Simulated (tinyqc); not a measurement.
Worked calculation: CCD on RHF in the sto-3g basis, for H3+, spin multiplicity 1. One step of it, computed by the program tinyqc.

Question. CCD: starting amplitudes. t_ij^ab = <ij||ab> / (e_i + e_j - e_a - e_b), whose energy is MP2.

orbital energies (hartree): MO1 -1.043935, MO2 -0.138337, MO3 -0.073266

Two-electron integrals over orbitals (pq|rs), unique and non-zero (hartree):
```
(11|11) 0.558939    (21|11) -0.010298   (21|21) 0.144434    (22|11) 0.539031
(22|21) 0.101758    (22|22) 0.638430    (31|11) 0.000075    (31|21) 2.40e-06
(31|22) -0.000688   (31|31) 0.145706    (32|11) 4.04e-06    (32|21) -0.000754
(32|22) -0.000089   (32|31) -0.096875   (32|32) 0.073202    (33|11) 0.552033
(33|21) -0.105538   (33|22) 0.469961    (33|31) 0.000720    (33|32) 0.000087
(33|33) 0.642535
```

Give: Starting amplitudes; correlation energy.

Answer.

Starting amplitudes (spin orbitals 1a, 1b, ...; amplitudes related by a flip of all spins are not repeated):

| from | to | t |
|---|---|---|
| 1a 1b | 2a 2b | -0.080 |
| 1a 1b | 3a 3b | -0.075 |
| 1a 1b | 2a 3b | -1.28e-06 |

correlation energy = -0.02245 hartree
